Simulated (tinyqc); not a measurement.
Charge control and current of a heterostructure field-effect transistor: one step, computed by the program tinyqc.

Two subbands in a triangular well; E_F is counted from the conduction band edge of the channel at the interface.

Problem. Threshold and barrier capacitance. Threshold V_T = phi_B - dE_c - sigma d/(eps eps_0) (in volts); C_b = eps eps_0/d.

Inputs (values chosen for the exercise, modelled on AlGaN/GaN): permittivity eps (barrier and channel) = 9.31; barrier thickness d = 13 nm; Schottky barrier phi_B = 1.3 eV; conduction band offset dE_c = 0.28 eV; polarisation charge sigma/e = 9.5e+12 1/cm^2.

Charge source: polarisation. Velocity law: two-piece.

Constants: e = 1.602176634e-19 C; eps_0 = 8.8541878128e-12 F/m.

Give: threshold voltage V_T; barrier capacitance C_b.

Solution.

threshold voltage V_T = -1.380 V

barrier capacitance C_b = 0.6341 microfarad/cm^2

The device is normally on.
